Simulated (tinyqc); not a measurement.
Thresholds of impact ionisation and Auger recombination from band masses: one step. Temperature dependence. Two cases, with inputs chosen for the exercise.

Question. For non-degenerate carriers at fixed densities the Auger coefficient goes as exp(-E_a/kT), up to slowly varying powers of T. Give exp(-E_a/kT) for the parabolic and the non-parabolic CCCH value, and the characteristic temperature T0 = kT^2/E_a of each.

Constants: kB = 8.617333262e-05 eV/K.

Case 1.

Values chosen (near those of GaSb, gap at low temperature and not tied to T; not measured data):
- Eg = 0.805 eV (gap at Gamma to the s-like level)
- me = 0.0398 m0 (electron mass at Gamma)
- mh = 0.32 m0 (heavy-hole mass)
- T = 300 K (temperature)

E_a = 0.222909 eV

Case 2.

Values chosen (near those of GaSb, gap at low temperature and not tied to T; not measured data):
- Eg = 0.827 eV (gap at Gamma to the s-like level)
- me = 0.0385 m0 (electron mass at Gamma)
- mh = 0.38 m0 (heavy-hole mass)
- T = 350 K (temperature)

E_a = 0.180459 eV

Give: Boltzmann factors; T0.

Answer.

Case 1.

Boltzmann factors: [0.03192, 0.0001800]

T0 (K): [87, 35]

Non-parabolicity lowers the factor by 1.8e+02 times; direct CCCH is weak, so processes with lower thresholds can lead.

Case 2.

Boltzmann factors: [0.08026, 0.002521]

T0 (K): [139, 58]

Non-parabolicity lowers the factor by 32 times; direct CCCH is weak, so processes with lower thresholds can lead.

Computed by tinyqc, one run a case: `OMP_NUM_THREADS=1 python tinyqc.py N N+1 out.jsonl` with N = 1850969, 1851235; one thread of a shared Intel(R) Xeon(R) Processor @ 2.30GHz, about 0.01 s a run at most.
